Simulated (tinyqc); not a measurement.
Biaxial strain: inversion layer as a triangular well, valleys of the Si type.

Six ellipsoidal valleys with their long axes along the cube axes, mass ml along the axis and mt across it. For a valley whose axis makes the angle theta with the surface normal, 1/m_z = cos^2(theta)/ml + sin^2(theta)/mt sets the confinement; in the plane the masses are m_1 = mt and m_2 = ml mt/m_z, and m_d = sqrt(m_1 m_2).

The field is taken as constant, e F = 4 pi (e^2/4 pi eps0)(Nd + eta Ns)/eps, with 1e12/cm^2 = 1e-4/angstrom^2, and the oxide as a hard wall at z = 0; c = hbar^2/2m0.

Level j of a valley lies at E_j = a_j (c (e F)^2/m_z)^(1/3) above the band edge at the surface, with the Airy zeros a_j = 2.338107, 4.087949, 5.520560, 6.786708, 7.944134, 9.022651, 10.040174, 11.008524, 11.936016, 12.828777, and has <z> = 2 E_j/(3 e F).

Subband i holds n_i = g m_d/(2 pi c) kB T ln(1 + exp((EF - E_i)/kB T)) (spin included), and EF is fixed by sum n_i = Ns over the levels listed or, where none are listed, over j = 0 to 9 of each group; 1e12/cm^2 = 1e-4/angstrom^2.

Constants: hbar^2/2m0 = 3.80998211 eV angstrom^2; e^2/(4 pi eps0) = 14.39964547 eV angstrom; kB = 8.617333262e-05 eV/K.

Inputs chosen for the exercise (near those of Si; not measured data): ml = 0.924 m0 (longitudinal mass); mt = 0.189 m0 (transverse mass); eps = 11.9 (dielectric constant); Nd = 1.2 x 1e12/cm^2 (depletion charge); eta = 0.5 (share of Ns in the effective field); face = 100 (surface); Ns = 2.6 x 1e12/cm^2 (electron sheet density); T = 400 K (temperature); Xu = 9.7 eV (uniaxial deformation potential); nu2 = 0.76 (2 C12/C11); es = (-0.4, -0.2, 0, 0.2, 0.4, 0.8, 1.2) % (biaxial strain in the plane).

Strain e in the plane raises the four primed valleys against the two unprimed ones by D = Xu (1 + nu2) e; the field is kept. m_c averages 1/mt (unprimed) and (1/mt + 1/ml)/2 (primed) over the electrons.

Results:
```
e (%)  D (meV)  0' - 0 (meV)  unprimed share (%)  m_c (m0)  <z> (angstrom)
-0.4     -68.3          -4.6                18.4    0.2798            26.2
-0.2     -34.1          29.5                36.8    0.2524            24.4
0.0        0.0          63.7                59.8    0.2249            22.2
0.2       34.1          97.8                79.3    0.2059            20.4
0.4       68.3         132.0                91.0    0.1960            19.4
0.8      136.6         200.2                98.6    0.1900            18.7
1.2      204.9         268.5                99.8    0.1891            18.6
```

Without strain confinement alone splits the ladders by 64 meV and puts 60 % of the electrons into the two valleys that are light in the plane; under the largest tension the share is 99.8 %. m_c is 0.225 m0 without strain and 0.189 m0 there; moving all electrons can gain at most 19 % in 1/m_c. The ladders cross at e = -0.37 %, inside the table.

(tinyqc, `OMP_NUM_THREADS=1 python tinyqc.py 1280594 1280595 out.jsonl`, Intel(R) Xeon(R) Processor @ 2.30GHz, 1 thread, shared host, about 0.05 s.)
